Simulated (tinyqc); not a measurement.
## Permittivity and interface capacitance from two thicknesses

Question. 1/C = t/(eps0 ek) + 2/ci for planar capacitors that differ only in thickness. Find ek, ci and the EOT of the interfaces, 2 x 3.9 eps0/ci.

Constants: eps0 = 8.8541878128e-14 F/cm where lengths are in cm. Results are converted to the units shown.

C at t = 6.6 and 20 nm (uF/cm^2): 7.7436550  2.9721730

Answer. 1/C is a straight line in t: the slope gives ek and the intercept 2/ci. A single thickness would give only the effective permittivity; when the interfaces are a small part of 1/C, ci needs very accurate data.

ek = 73.00
ci = 74.00 uF/cm^2
EOT of the interfaces = 0.09333 nm

Computed by the program tinyqc: `OMP_NUM_THREADS=1 python tinyqc.py 2102130 2102131 out.jsonl`, one thread of a shared Intel Xeon 2.30GHz, about 0.01 s for the whole run.
